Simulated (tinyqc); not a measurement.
# Reverse leakage of an n+-p junction: diffusion, generation, trap-assisted and band-to-band tunnelling: leakage components against the reverse bias

One-sided abrupt junction in the depletion approximation, x from the junction (0) to W on the p side, field F = F0 (1 - x/W). Flat quasi-Fermi levels, long p side. Traps generate through SRH with both lifetimes shortened by 1 + Gamma (Hurkx enhancement, form for moderate fields); band-to-band generation is local and needs a total bending above Eg.

ni = sqrt(Nc Nv) exp(-Eg/(2 Vt)), Eg in volts; Vbi = Vt ln(Na Nd/ni^2); W = sqrt(2 eps0 eps_r (Vbi + VR)/(q Na)); F0 = 2 (Vbi + VR)/W; FG = sqrt(24 mt m0 (kB T)^3)/(q hbar); J_diff = q ni^2 sqrt(Dn/tau)(1 - exp(-VR/Vt))/Na. u = (Vbi + VR)(1 - x/W)^2, p = Na exp(-u/Vt), n = Nd exp((u - Vbi - VR)/Vt); G0 = ni^2 (1 - exp(-VR/Vt))/(tau (n + p + 2 ni cosh(Et/Vt))); Gamma = 2 sqrt(3 pi)(F/FG) exp((F/FG)^2); trap-assisted part G0 Gamma; G_bb = Ab F^2.5 exp(-Bb/F) with F in V/cm, zero unless Vbi + VR > Eg. Currents are q times the integrals over 0 to W; J_bb under 1e-8 of J is printed as 0; rows with F0/FG above 2.2, beyond the range of this Gamma, are left out.

Inputs (values chosen for the exercise); band and dielectric values close to those of silicon: temperature T = 300 K; band gap Eg = 1.11 eV; relative permittivity eps_r = 11.9; conduction-band density of states at T Nc = 2.84e19 cm^-3; valence-band density of states at T Nv = 2.67e19 cm^-3; acceptor density of the lighter side Na = 6e17 cm^-3; donor density of the heavier side Nd = 1e20 cm^-3; SRH lifetime of both carriers at zero field tau = 8e-8 s; trap level above the intrinsic level Et = 0 eV; tunnelling mass mt = 0.27 m0; electron diffusion coefficient on the lighter side Dn = 12 cm^2/s; band-to-band prefactor Ab = 3.9e14 cm^-0.5 V^-2.5 s^-1; band-to-band field constant Bb = 1.96e7 V/cm.

Constants: q = 1.602176634e-19 C, kB = 1.380649e-23 J/K, hbar = 1.054571817e-34 J s, m0 = 9.1093837015e-31 kg, Vt = kB T/q, eps0 = 8.8541878128e-14 F/cm where lengths are in cm. Results are converted to the units shown.

Result of one run:
```
F0 (kV/cm)  F0/FG  J_diff (A/cm^2)  J_SRH (A/cm^2)  J_TAT (A/cm^2)  J_bb (A/cm^2)  J (A/cm^2)              largest part
626          1.63         5.59e-13         3.64e-8         9.03e-7       9.16e-11     9.39e-7  trap-assisted tunnelling
```

Which reverse bias VR gave this result: 0.5, 1.1, 2.3 or 2.6 V?

VR = 1.1 V.

The whole series:
```
VR (V)  F0 (kV/cm)  F0/FG  J_diff (A/cm^2)  J_SRH (A/cm^2)  J_TAT (A/cm^2)  J_bb (A/cm^2)  J (A/cm^2)              largest part
0.2            477   1.24         5.59e-13         9.77e-9         9.91e-8       1.54e-15     1.09e-7  trap-assisted tunnelling
0.5            531   1.38         5.59e-13         2.00e-8         2.75e-7       1.67e-13     2.95e-7  trap-assisted tunnelling
0.8            580   1.51         5.59e-13         2.87e-8         5.31e-7       5.67e-12     5.60e-7  trap-assisted tunnelling
1.1            626   1.63         5.59e-13         3.64e-8         9.03e-7       9.16e-11     9.39e-7  trap-assisted tunnelling
1.4            668   1.74         5.59e-13         4.34e-8         1.44e-6       8.89e-10     1.49e-6  trap-assisted tunnelling
1.7            708   1.85         5.59e-13         4.98e-8         2.22e-6        5.96e-9     2.28e-6  trap-assisted tunnelling
2              745   1.94         5.59e-13         5.59e-8         3.36e-6        3.03e-8     3.45e-6  trap-assisted tunnelling
2.3            781   2.04         5.59e-13         6.16e-8         5.01e-6        1.24e-7     5.20e-6  trap-assisted tunnelling
2.6            815   2.13         5.59e-13         6.69e-8         7.40e-6        4.31e-7     7.90e-6  trap-assisted tunnelling
```

J rises from 1.09e-7 to 7.90e-6 A/cm^2. Trap-assisted tunnelling leads at VR = 0.2 and in all other rows. The ratio J_TAT/J_SRH goes from 10.1 to 111 as F0/FG goes from 1.24 to 2.13.

Range of the model: The n+ side is degenerate, so Vbi from Boltzmann statistics is only a guide.

Program tinyqc, `OMP_NUM_THREADS=1 python tinyqc.py 2290041 2290042 out.jsonl`; Intel Xeon 2.30GHz, shared host, one thread, about 0.01 s.
